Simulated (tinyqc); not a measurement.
## Bandgap voltage reference from two bipolar transistors: effect of the area ratio of the second transistor

Two transistors of area 1 and N carry the same current I. Is(T) = Is (T/T0)^eta exp[(Vg0 q/kB)(1/T0 - 1/T)], VBE1 = Vt ln(I/Is(T)) + I rb, VBE2 = Vt ln(I/(N Is(T))) + I rb/N. The amplifier forces I R1(T) = VBE1 - VBE2 + Vos, with R(T) = R (1 + tc (T - T0)) for both resistors, and the output is Vref = VBE1 + I R2(T). Base currents and the Early effect are neglected.

Vt = kB T/q; I = (Vt ln N + Vos)/(R1(T) - rb (1 - 1/N)). Box coefficient: span of Vref between 233 and 398 K over its average over T and over 165 K. The last column is the R2 that gives zero slope at T0.

Inputs (values chosen for the exercise); values of the order met in silicon bipolar transistors: reference temperature T0 = 323 K; band-gap voltage extrapolated to 0 K Vg0 = 1.148 V; temperature exponent of the saturation current eta = 4.1; saturation current of the unit transistor at T0 Is = 3.6e-17 A; resistor across which the difference of VBE falls, at T0 R1 = 13 kohm; temperature coefficient of both resistors tc = 0 ppm/K; offset of the amplifier Vos = -2.3 mV; series resistance of the unit transistor rb = 0 ohm; output resistor at T0 R2 = 76.68 kohm.

Constants: q = 1.602176634e-19 C, kB = 1.380649e-23 J/K. Results are converted to the units shown.

Effect of the area ratio of the second transistor:
```
N	I at T0 (uA)	Vref at T0 (V)	slope at T0 (uV/K)	box coefficient (ppm/K)	R2 for zero slope (kohm)
2	1.307	0.7770	-1362	1720	373.1
4	2.791	0.9119	-950.5	1025	180.1
8	4.275	1.038	-563.3	532.2	117.5
15	5.621	1.148	-221.1	184.2	89.00
24	6.628	1.230	31.58	35.43	75.18
48	8.112	1.350	400.9	304.9	61.06
100	9.683	1.475	788.9	543.8	50.84
```

As N goes from 2 to 100, Vref rises from 0.7770 to 1.475 V and the box coefficient goes from 1720 through a minimum of 35.4 (at N = 24 among the rows listed) to 544 ppm/K. A larger N needs a smaller R2/R1, which lowers the gain seen by offset and noise.

Computed by the program tinyqc: `OMP_NUM_THREADS=1 python tinyqc.py 2062064 2062065 out.jsonl`, one thread of a shared Intel Xeon 2.30GHz, about 0.02 s for the whole run.
